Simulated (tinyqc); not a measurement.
Worked calculation: three-phonon processes in a diatomic chain: dispersion, energy and momentum conservation, and decay channels of optical phonons. Computed by tinyqc, a small Python program that keeps every step. Command: `OMP_NUM_THREADS=1 python tinyqc.py 3120113 3120114 out.jsonl threeph walk`. One thread of a shared host (Intel(R) Xeon(R) Processor @ 2.30GHz), about 0.05 s of CPU time with the checks. Intermediate numbers are printed to about 6 digits and carried at full precision; extremes and crossings named in words are read from the listed rows.

Cell length a, two atoms, one spring constant. x = q a/pi runs from -1 to 1; A and O are the acoustic and optical branches. Matrix elements are not computed: only conservation laws and occupation factors are followed.

Inputs (values chosen for the exercise, for a model chain):
```
quantity                                   value           unit
light mass m                                10.8              u
heavy mass M                                75.6              u
spring constant k                             12  eV/angstrom^2
temperature T                                500              K
wave number of the decaying phonon q a/pi   0.54              -
```

Constants: nu for 1 eV/(angstrom^2 u) = 15.6333042 THz; h x 1 THz = 4.135667696 meV; k_B = 8.617333262e-05 eV/K.

## Band edges

omega^2 = k (1/m + 1/M) -/+ k sqrt((1/m + 1/M)^2 - 4 sin^2(pi x/2)/(m M)); nu = 15.6333042 THz x sqrt(omega^2) for eV/(angstrom^2 u). Acoustic top sqrt(2 k/M), optical bottom sqrt(2 k/m), optical top sqrt(2 k (1/m + 1/M)).

acoustic top = 8.80837 THz

optical bottom = 23.3048 THz

optical top = 24.9138 THz

optical top over twice the acoustic top = 1.41421

optical bottom over twice the acoustic top = 1.32288

optical width over acoustic top = 0.182676

The zone-centre optical phonon lies above twice the acoustic top (M/m > 3), so its decay into two acoustic phonons is forbidden; at M/m > 4 energy alone forbids it for every optical phonon.

## Dispersion

The formulas are those given above.

Branches:
```
x     nu_A (THz)  nu_O (THz)
0.10     1.29067     24.8804
0.20     2.55968     24.7820
0.35     4.37300     24.5270
0.50     6.00306     24.1798
0.65     7.35282     23.8041
0.80     8.31255     23.4862
0.90     8.68232     23.3520
1.00     8.80837     23.3048
```

## All channels at the given wave number

Processes for O(x): decay O -> A + A and O -> O + A with x = x' + x'' (mod 2), and absorption O + A -> O with x + x' = x'' (mod 2). Roots of the energy mismatch in x' are bracketed on 4001 points from -1 to 1 and refined. A process is umklapp (U) if the sum of wave numbers leaves (-1, 1]. Weight = occupation factor/|d mismatch/dx'|, the factor being 1 + n' + n'' for decay and n' - n'' for absorption. Pairs that differ only by exchanging two acoustic products count once, and the trivial root x' = 0 is left out.

nu_O(x) = 24.0792 THz

Channels:
```
process  x'  x''  nu' (THz)  nu'' (THz)  type  weight (1/THz)
none      -    -          -           -     -               -
```

No three-phonon channel is open for this phonon in the chain; four-phonon processes, or other branches in three dimensions, would set its lifetime.

## Phase space against the mass ratio

Total weight summed over channels and averaged over x = 0.05, 0.15, ..., 0.95, with m and k fixed; share of those x with an open channel.

Optical phonons:
```
M/m  weight, A + A (1/THz)  weight, with O (1/THz)  share open
1.1               0.086805                       0         1.0
1.5               0.193206                       0         1.0
2.0               0.113490                       0         0.8
2.5               0.065022                       0         0.5
2.9               0.050288                       0         0.2
3.3               0.000000                       0         0.0
3.7               0.000000                       0         0.0
4.2               0.000000                       0         0.0
6.0               0.000000                       0         0.0
```

The A + A channel closes between M/m = 2.9 and 3.3 on this grid: energy conservation alone would allow it up to M/m = 4, where the optical bottom passes twice the acoustic top, but momentum must be conserved too. No channel with a second optical phonon opens at any ratio. A large gap that shuts such channels is one reason why crystals with very unequal masses can conduct heat well.

Checks made by the program: band edges against the dispersion (relative difference below 1e-10).
